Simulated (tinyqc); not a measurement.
Level against strength of the defect: Koster-Slater impurity in an sp3s* host.

sp3s* tight binding, nearest neighbours only: anion (a) at 0, cation (c) at a/4 (1,1,1), orbitals s, px, py, pz, s* on each; k in units of 2 pi/a. With phases e_j = exp(i (pi/2) k.n_j) for n = (1,1,1), (1,-1,-1), (-1,1,-1), (-1,-1,1): g0 = (e1+e2+e3+e4)/4, g1 = (e1+e2-e3-e4)/4, g2 = (e1-e2+e3-e4)/4, g3 = (e1-e2-e3+e4)/4. The diagonal holds the levels Esa, Epa, Exa (s*) and Esc, Epc, Exc. Anion-cation block: <sa|sc> = Vss g0; <sa|xc> = Vsapc g1; <xa|sc> = -Vscpa g1; <xa|xc> = Vxx g0; <xa|yc> = <ya|xc> = Vxy g3, <xa|zc> = <za|xc> = Vxy g2, <ya|zc> = <za|yc> = Vxy g1; <s*a|xc> = Vxapc g1; <xa|s*c> = -Vpaxc g1; y and z take g2 and g3 in place of g1; s-s* and s*-s* vanish.

A defect on an anion site (a) shifts the s level there by Vs or the three p levels by Vp and leaves the rest. A level in the gap solves 1/Vs = G_s(E) (symmetry A1) or 1/Vp = G_p(E) (T2, threefold), with G(E) = (1/N^3) sum over k and bands of w/(E - e), where w is the weight of the state on the s orbital of that site, or the mean weight on its px, py, pz. Mesh: k = f1 (-1,1,1) + f2 (1,-1,1) + f3 (1,1,-1), f = (j + 1/2)/N, j = 0 to N - 1. Energies from the top of the valence band at Gamma; the s* orbital of the site is left as it is. An infinite shift removes the s or p orbitals, the model of the ideal vacancy: G(E) = 0.

Parameters, chosen for this exercise (out of a larger set: near a published set for Si; not measured data): p = (-4.203, 1.712, -4.203, 1.712, 6.703, 6.703, -8.304, 1.721, 4.589, 5.717, 5.717, 5.381, 5.381) eV (order Esa, Epa, Esc, Epc, Exa, Exc, Vss, Vxx, Vxy, Vsapc, Vscpa, Vxapc, Vpaxc); N = 4 (mesh).

Eg (smallest gap of the host) = 1.17514 eV

A dash: no level in the gap from 0 to Eg. The last row is the ideal vacancy.

Levels (eV above the valence band):

| shift (eV) | A1 | T2 |
|---|---|---|
| -40 | - | 0.664 |
| -20 | - | 0.799 |
| -12 | 0.149 | 0.946 |
| -8 | 0.520 | 1.076 |
| -5 | 0.898 | - |
| -3 | 1.169 | - |
| +3 | - | - |
| +5 | - | - |
| +8 | - | - |
| +12 | - | 0.056 |
| +20 | - | 0.215 |
| +40 | - | 0.360 |
| vacancy | - | 0.514 |

A1: a level lies in the gap for the attractive shifts -3, -5, -8 and -12 eV, and no repulsive one does; G has no zero in the gap, so there is no vacancy level there and a strong enough shift drives the level out through the far edge. T2: a level lies in the gap for the attractive shifts -8, -12, -20 and -40 eV and for the repulsive +12, +20 and +40 eV; both branches tend to the vacancy level, 0.514 eV, which pins them. A level passes the edges where the shift equals 1/G, a value that is sensitive to the mesh there: on this one 1/G(0) = -14.2 and 1/G(Eg) = -3.0 eV for s, 10.2 and -5.7 eV for p.

Program tinyqc; command `OMP_NUM_THREADS=1 python tinyqc.py 1482443 1482444 out.jsonl`; about 0.01 s on one thread of a shared Intel(R) Xeon(R) Processor @ 2.30GHz.
